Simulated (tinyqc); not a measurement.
Small-signal admittance of a forward-biased p+-n diode: one step of the calculation.

Holes injected into a neutral base of width wb with an ohmic contact at its end; low injection, p0 far above the equilibrium density. A small voltage v exp(i w t), w = 2 pi f, modulates the edge density by p0 v/Vt, and the small-signal density obeys Dp d2p/dx2 = (1/tau + i w) p.

Question. The same by finite differences. 8 equal intervals, h = wb/8; u = small-signal density over its edge value, u_0 = 1, u_8 = 0; u_(i-1) + b u_i + u_(i+1) = 0 with b = -2 - h^2 (1/tau + i w)/Dp; Y = (q Dp p0/(Vt h)) (-b/2 - u_1), which includes the half box at the edge.

Parameters, values chosen for the exercise; permittivity close to that of silicon:
- T = 350 K (temperature)
- Dp = 11 cm^2/s (hole diffusion coefficient)
- tau = 2e-7 s (hole lifetime)
- wb = 27 um (width of the neutral base)
- p0 = 6.5e12 cm^-3 (excess hole density at the junction edge)
- f = 88000 Hz (signal frequency)

Constants: q = 1.602176634e-19 C, kB = 1.380649e-23 J/K, Vt = kB T/q. Results are converted to the units shown.

Find: b; u; Y on the mesh.

Answer.

b = -2.0518-0.0057i
u, node 1 to 7: 0.78428-0.00810i  0.60921-0.01213i  0.46575-0.01329i  0.34648-0.01248i  0.24522-0.01033i  0.15672-0.00731i  0.07637-0.00378i
Y on the mesh = 0.27191+0.01234i S/cm^2

tinyqc, about 0.01 s, one thread, Intel Xeon 2.30GHz (shared host): `OMP_NUM_THREADS=1 python tinyqc.py 2890114 2890115 out.jsonl`
